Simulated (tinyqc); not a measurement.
Worked calculation: thermal boundary conductance by the acoustic and diffuse mismatch models. Computed by tinyqc, a small Python program that keeps every step. Command: `OMP_NUM_THREADS=1 python tinyqc.py 3010668 3010669 out.jsonl kapitza walk`. One thread of a shared host (Intel(R) Xeon(R) Processor @ 2.30GHz), about 0.01 s of CPU time with the checks. Intermediate numbers are printed to about 7 digits and carried at full precision; extremes and crossings named in words are read from the listed rows.

Each side has one longitudinal and two transverse Debye branches, omega = v q up to q_D = (6 pi^2 n)^(1/3), with n counting all atoms. Scattering at the interface is elastic. Electrons are left out of G, also for metals. Melting is ignored. G refers to the temperatures of the phonons sent towards the interface. Linear branches over all atoms overstate G at high T, most for crystals with several atoms a cell.

Inputs (values chosen for the exercise, modelled on magnesium oxide (side 1) and diamond (side 2)): density rho_1 = 3.53 g/cm^3; longitudinal velocity vL_1 = 9500 m/s; transverse velocity vT_1 = 5990 m/s; atom density n_1 = 109 1/nm^3; conductivity kappa_1 = 53.4 W/(m K); density rho_2 = 3.47 g/cm^3; longitudinal velocity vL_2 = 17400 m/s; transverse velocity vT_2 = 12700 m/s; atom density n_2 = 171 1/nm^3; conductivity kappa_2 = 2170 W/(m K); temperature T = 20 K; thickness d_1 = 32 nm; thickness d_2 = 6700 nm; heat flux J = 0.28 kW/cm^2.

Structure: film on a substrate.

Constants: hbar = 1.054571817e-34 J s; k_B = 1.380649e-23 J/K.

## Cut-off frequencies and impedances

omega_c = v q_D for each branch, given as hbar omega_c/k_B; impedance Z = rho v.

Branches:
```
branch     v (m/s)  cut-off (K)  Z (1e6 kg/(m^2 s))
L, side 1     9500     1351.063             33.5350
T, side 1     5990      851.881             21.1447
L, side 2    17400     2875.353             60.3780
T, side 2    12700     2098.677             44.0690
```

## Acoustic mismatch: transmission of each branch

No mode conversion. t(theta) = 4 Z_1 Z_2 cos(theta_1) cos(theta_2)/N^2, with N = Z_2 cos(theta_1) + Z_1 cos(theta_2) for L (the form for pressure waves) and N = Z_1 cos(theta_1) + Z_2 cos(theta_2) for both T branches (the form for shear waves polarised along the interface); sin(theta_2) = (v_2/v_1) sin(theta_1), and t = 0 beyond the critical angle arcsin(v_1/v_2); the mean over the incoming flux is alpha = 2 int t sin(theta_1) cos(theta_1) d theta_1 (64 Gauss-Legendre points).

Transmission:
```
branch  t at normal incidence  largest angle from side 1 (deg)  alpha, 1 to 2  alpha, 2 to 1
L                   0.9183021                         33.09145      0.2328351      0.7810875
T                   0.8764296                         28.14169      0.2075087      0.9328034
```

For L waves from side 1 the critical cone of 33 degrees bounds the transmission; the mean is 0.23 against 0.92 at normal incidence. For T waves from side 1 the critical cone of 28 degrees bounds the transmission; the mean is 0.21 against 0.88 at normal incidence.

## Diffuse mismatch: transmission at low frequency

A phonon forgets its side and branch: alpha(1 to 2) = S_2/(S_1 + S_2), S_i = 1/vL_i^2 + 2/vT_i^2.

S_1 = 6.682154e-08 s^2/m^2

S_2 = 1.570297e-08 s^2/m^2

diffuse alpha, 1 to 2 = 0.1902825

## Boundary conductance

G = (k_B^4 T^3/(8 pi^2 hbar^3)) int W(x) x^4 e^x/(e^x - 1)^2 dx, x = hbar omega/(k_B T). Acoustic mismatch: W = sum over the three branches of alpha(1 to 2)/v_1^2, each up to the lower of its two cut-offs. Diffuse mismatch: W = S_1 S_2/(S_1 + S_2), where S_i sums 1/v^2 over the branches of side i still below their cut-off. Radiation limit: W = min(S_1, S_2). The integral is split at the four cut-offs (64 Gauss-Legendre points a piece, x at most 45). Boundary resistance R = 1/G and Kapitza length kappa_2/G use the diffuse value.

G, acoustic mismatch = 1.153526 MW/(m^2 K)

G, diffuse mismatch = 1.036784 MW/(m^2 K)

G, radiation limit = 1.280427 MW/(m^2 K)

boundary resistance R = 964.5206 m^2 K/GW

Kapitza length in side 2 = 2093010 nm

The diffuse value is 0.90 times the acoustic one and 81 % of the radiation limit. Diffuse scattering lowers G here: it sends back a share of the phonons that specular transmission lets pass. Caution: kappa_2 is of room-temperature size, so the Kapitza length is only nominal at this T.

## Conductance against temperature

The formulas are those given above.

G (MW/(m^2 K)):
```
T (K)  acoustic mismatch  diffuse mismatch  radiation limit
2            0.001153526       0.001036784      0.001280427
5             0.01802385        0.01619976       0.02000668
10             0.1441908         0.1295981        0.1600534
20              1.153526          1.036784         1.280427
40              9.228170          8.294254         10.24340
80              72.75709          65.77474         81.51053
150             360.4603          360.6661         472.2705
300             1003.986          1250.969         1800.059
600             1501.599          2102.906         3148.366
1000            1663.129          2401.112         3628.639
```

All three follow T^3 at the cold end (exponent 3.00 for the diffuse model) and flatten at high T (exponent 0.26 at the hot end); the lowest cut-off is 852 K. The ratio of diffuse to acoustic goes from 0.90 to 1.44. The plateau is set by the frequencies that both sides share.

## Temperature rise through the stack

In series: Delta T = J (d_1/kappa_1 + R + d_2/kappa_2), with bulk conductivities in the layers and one-dimensional flow.

temperature drops (K): film 0.001677903, interface 2.700658, substrate 0.008645161

total rise Delta T = 2.710981 K

interface share of film plus interface = 0.9993791

The interface takes the largest drop, 100 % of the total. Caution: the conductivities are of room-temperature size; at this T real values can differ much and free paths can be long. Caution: R from emitted-phonon temperatures is too large for use in series with Fourier layers, by up to a factor of about 2. Caution: layers this thin are often below the phonon free path, where bulk conductivities and independent interfaces no longer hold.

Checks made by the program: detailed balance alpha_12/v_1^2 = alpha_21/v_2^2 (relative difference below 1e-10); low-temperature limit G = pi^2 k_B^4 T^3 alpha S_1/(30 hbar^3) (relative difference below 1e-10).
